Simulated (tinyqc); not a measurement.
# Band offsets of oxides on a semiconductor by the charge-neutrality-level model: oxides compared

Each material has a charge-neutrality level at the depth Phi = chi + Eg - CNL below vacuum. For oxide B on semiconductor A, dEc = (chiA - PhiA) - (chiB - PhiB) + S (PhiA - PhiB), dEv = EgB - EgA - dEc, with the pinning factor S = 1/(1 + 0.1 (eps_inf - 1)^2) of the oxide. S = 1 is the affinity rule, S = 0 aligns the two levels.

The same for each oxide, with both limits.

Values chosen for this exercise; substrate values close to those of 4H silicon carbide:

| symbol | value | unit | meaning |
|---|---|---|---|
| EgA | 3.19 | eV | gap of the semiconductor |
| chiA | 3.51 | eV | its electron affinity |
| cA | 1.73 | eV | its charge-neutrality level above the valence edge |

Oxides (values chosen for the exercise, close to those of the materials named):
```
                 Eg (eV)  chi (eV)  CNL above Ev (eV)  eps_inf
silicon dioxide     9.08      0.89               4.56     2.21
silicon nitride     5.24      2.16               2.55     4.06
aluminium oxide     8.64      0.99               5.39     3.49
hafnium oxide          6      2.45               3.64     4.05
zirconium oxide     5.97      2.51               3.69     4.86
titanium oxide      3.09      3.84                2.2     7.97
tantalum oxide       4.5      3.29               3.36     4.91
```

Offsets:
```
                      S  dEc (eV)  dEv (eV)  dEc, S = 1 (eV)  dEc, S = 0 (eV)
silicon dioxide  0.8723     2.676     3.214            2.620            3.060
silicon nitride  0.5164     1.292    0.7580            1.350            1.230
aluminium oxide  0.6173     2.241     3.209            2.520            1.790
hafnium oxide    0.5181    0.9829     1.827            1.060           0.9000
zirconium oxide  0.4016    0.8923     1.888            1.000           0.8200
titanium oxide   0.1707   -0.5290    0.4290          -0.3300          -0.5700
tantalum oxide   0.3954   -0.1065     1.416           0.2200          -0.3200
```

What does the comparison show?

Both offsets exceed 1 eV for: silicon dioxide, aluminium oxide. dEc falls short for: hafnium oxide, zirconium oxide, titanium oxide, tantalum oxide. dEv falls short for: silicon nitride, titanium oxide. The choice of S matters most for aluminium oxide, where the limits differ by 0.730 eV.

Range of the model: The model ignores the chemistry of the actual interface, which can move offsets by several tenths of an eV.

Program tinyqc, `OMP_NUM_THREADS=1 python tinyqc.py 2410053 2410054 out.jsonl`; Intel Xeon 2.30GHz, shared host, one thread, about 0.01 s.
